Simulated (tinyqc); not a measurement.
# One-dimensional ballistic tunnel FET, two-band WKB: output curve

A p-type source for x < 0 with its Fermi level at 0 and its valence edge at ds; in the channel the bands fall as D exp(-x/lam) towards their flat values, with the conduction edge at Ec = ds - dP and D = dP + Eg. The gate moves dP one to one. The drain Fermi level lies at -Vd and the drain side reflects nothing. For w = E - Ec between 0 and dP an electron crosses the gap. Two-band dispersion with equal masses m: inside the gap kappa = sqrt(m u (1 - u/Eg)/C), u the distance from a band edge, C = hbar^2/(2 m0).

S(w) = 2 lam int_0^Eg kappa(u) du/(w + Eg - u) = 2 pi lam sqrt(m/(C Eg)) [w + Eg/2 - sqrt(w (w + Eg))], T(w) = exp(-S). I = g (2 q^2/h) int_0^dP T(w) [f(E) - f(E + Vd)] dw, E = ds - dP + w, f(x) = 1/(1 + exp(x/Vt)). Swing = d(dP)/d(log10 I).

Values chosen for this exercise; band and dielectric values those of a made-up semiconductor:
```
symbol,value,unit,meaning
T,200,K,temperature
Eg,1.17,eV,band gap
m,0.095,m0,band-edge mass of the two-band model
lam,4.4,nm,screening length of the source junction
ds,0.17,eV,source valence edge above the source Fermi level
g,1,,number of degenerate subbands (spin apart)
dP,0.32,eV,tunnelling window Ev(source) - Ec(channel)
```

Constants: q = 1.602176634e-19 C, kB = 1.380649e-23 J/K, hbar = 1.054571817e-34 J s, h = 6.62607015e-34 J s, m0 = 9.1093837015e-31 kg, Vt = kB T/q, hbar^2/(2 m0) = 0.0380998212 eV nm^2. Results are converted to the units shown.

Output curve:

| Vd (V) | I (uA) |
|---|---|
| 0.02 | 1.285e-5 |
| 0.09 | 2.766e-5 |
| 0.16 | 2.884e-5 |
| 0.24 | 2.887e-5 |
| 0.31 | 2.887e-5 |
| 0.38 | 2.887e-5 |
| 0.45 | 2.887e-5 |
| 0.53 | 2.887e-5 |
| 0.6 | 2.887e-5 |

I rises from 1.28e-5 to 2.89e-5 uA; it reaches 95 % of the last value at Vd = 0.09 V among the rows. The drain Fermi level passes the channel conduction edge at Vd = dP - ds = 0.150 V, after which the back flow dies out. The window dP is held fixed.

tinyqc, about 0.01 s, one thread, Intel Xeon 2.30GHz (shared host): `OMP_NUM_THREADS=1 python tinyqc.py 2620126 2620127 out.jsonl`
